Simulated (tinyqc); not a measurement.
Thermally averaged conductivity mass under uniaxial [001] stress: six-band Luttinger-Kohn model with strain.

Six-band Luttinger-Kohn model in the basis |3/2,3/2>, |3/2,1/2>, |3/2,-1/2>, |3/2,-3/2>, |1/2,1/2>, |1/2,-1/2>, electron energies, zero at the top of the unstrained valence band. H = -[rows: (P+Q, -S, R, 0, -S/r2, r2 R); (-S*, P-Q, 0, R, -r2 Q, r32 S); (R*, 0, P-Q, S, r32 S*, r2 Q); (0, R*, S*, P+Q, -r2 R*, -S*/r2); (-S*/r2, -r2 Q, r32 S, -r2 R, P+Dso, 0); (r2 R*, r32 S*, r2 Q, -S/r2, 0, P+Dso)], r2 = sqrt(2), r32 = sqrt(3/2). Levels are twofold.

P = c g1 k^2 - av tr(e); Q = c g2 (kx^2 + ky^2 - 2 kz^2) - (b/2)(exx + eyy - 2 ezz); R = c sqrt3 [-g2 (kx^2 - ky^2) + 2i g3 kx ky] + (sqrt3/2) b (exx - eyy) - i d exy; S = 2 c sqrt3 g3 (kx - i ky) kz - d (exz - i eyz); c = hbar^2/2m0, e the strain tensor (not engineering shear).

s11 = (C11 + C12)/((C11 - C12)(C11 + 2 C12)), s12 = -C12/((C11 - C12)(C11 + 2 C12)), s44 = 1/C44; exx = s11 sxx + s12 (syy + szz) and cyclic, exy = s44 sxy/2; tension is positive. A uniaxial stress X along the unit vector n is s_ij = X n_i n_j.

Constants: hbar^2/2m0 = 3.80998211 eV angstrom^2; kB = 8.617333262e-05 eV/K.

Values chosen for the exercise (near those of Ge; not measured data): Dso = 0.29 eV (spin-orbit splitting); g1 = 13.37 (Luttinger gamma1); g2 = 4.25 (gamma2); g3 = 5.68 (gamma3); av = 1.24 eV (valence hydrostatic potential); b = -2.53 eV (tetragonal shear potential); d = -5.28 eV (trigonal shear potential); C11 = 128.8 GPa; C12 = 48.5 GPa; C44 = 67.1 GPa; load = uniaxial [001] (kind of stress); T = 400 K (temperature).

Non-degenerate holes: weights exp(E/kT) on a 16 x 16 x 16 grid of midpoints in the cube |k_i| < 0.2 1/angstrom; 1/m_c = <(dE/dk_u)^2>/(hbar^2 kT) along [110], over all six bands. With an unchanged scattering time the mobility goes as 1/m_c.

Averages:
```
X (GPa)  share of the top pair  m_c (m0)  gain m_c(0)/m_c
-3.00                    0.999     0.231            1.068
-1.00                    0.977     0.253            0.974
0.00                     0.955     0.247            1.000
1.00                     0.972     0.229            1.076
3.00                     0.991     0.174            1.418
```

What does the comparison show?

The largest gain from mass alone is 1.42 at X = 3.00 GPa, where the top pair holds 99 % of the holes (96 % without stress); the opposite end of the sweep gives 1.07; the grid is good to about 0.02 in these ratios. The average reaches energies of a few kT, beyond the range of the edge curvature, and changes of scattering are left out. The ends of the sweep lie beyond the range of linear deformation potentials.

Program tinyqc; command `OMP_NUM_THREADS=1 python tinyqc.py 1050018 1050019 out.jsonl`; about 0.3 s on one thread of a shared Intel(R) Xeon(R) Processor @ 2.30GHz.
